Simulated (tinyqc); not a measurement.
## Surface Green function of a zigzag honeycomb ribbon two chains wide, Sancho-Rubio decimation: effect of the broadening

A semi-infinite lead of cells 0, 1, 2, ... with H0 inside a cell and H1 = <cell i|H|cell i + 1>. Cell of four sites joined 1-2-3-4 by -t; site 2 joins site 1 of the next cell and site 3 joins site 4 of the next cell. z = E + i eta.

Start with e_s = e = H0, a = H1, b = H1^dagger. Each round: g = (z - e)^(-1); e_s <- e_s + a g b; e <- e + a g b + b g a; a <- a g a; b <- b g b (all with the old a, b). Round k joins cells 2^k apart. Stop when the largest entry of the matrices a and b is below 1e-12 eV; g_s = (z - e_s)^(-1), bulk (z - e)^(-1), density of states -Im Tr/pi. The last column counts the steps of the plain recursion g <- (z - H0 - H1 g H1^dagger)^(-1), one cell a step from g = (z - H0)^(-1), until no entry changes by more than 1e-8 1/eV.

Parameters, values chosen for the exercise: energy E = -0.17 eV.

H0 (eV):

|  | 1 | 2 | 3 | 4 |
|---|---|---|---|---|
| 1 | 0.09 | -1 | 0 | 0 |
| 2 | -1 | -0.09 | -1 | 0 |
| 3 | 0 | -1 | 0.09 | -1 |
| 4 | 0 | 0 | -1 | -0.09 |

H1 (eV):

|  | 1 | 2 | 3 | 4 |
|---|---|---|---|---|
| 1 | 0 | 0 | 0 | 0 |
| 2 | -1 | 0 | 0 | 0 |
| 3 | 0 | 0 | 0 | -1 |
| 4 | 0 | 0 | 0 | 0 |

Result of one run:

| eta (eV) | rounds | surface density of states (1/eV) | plain steps |
|---|---|---|---|
| 0.1 | 8 | 1.1036 | 57 |

What becomes of these results when the broadening eta is changed from 0.1 to 0.04 eV, all else the same?

Result of the changed run:

| eta (eV) | rounds | surface density of states (1/eV) | plain steps |
|---|---|---|---|
| 0.04 | 9 | 1.1916 | 132 |

The whole series:

| eta (eV) | rounds | surface density of states (1/eV) | plain steps |
|---|---|---|---|
| 0.3 | 7 | 0.87156 | 23 |
| 0.1 | 8 | 1.1036 | 57 |
| 0.04 | 9 | 1.1916 | 132 |
| 0.02 | 10 | 1.1567 | 260 |
| 0.01 | 11 | 1.1147 | 519 |
| 0.004 | 12 | 1.0815 | 1296 |

The rounds go from 7 to 12 and the plain steps from 23 to 1296. Inside a band the plain recursion needs a number of steps that grows as 1/eta, the decimation only as log2(1/eta). The density of states tends to 1.056 1/eV as eta goes to zero; the first row is 17 % below that and the last 2.4 % above it.

Numbers from tinyqc (`OMP_NUM_THREADS=1 python tinyqc.py 2680106 2680107 out.jsonl`; about 0.07 s on one thread of a shared Intel Xeon 2.30GHz).
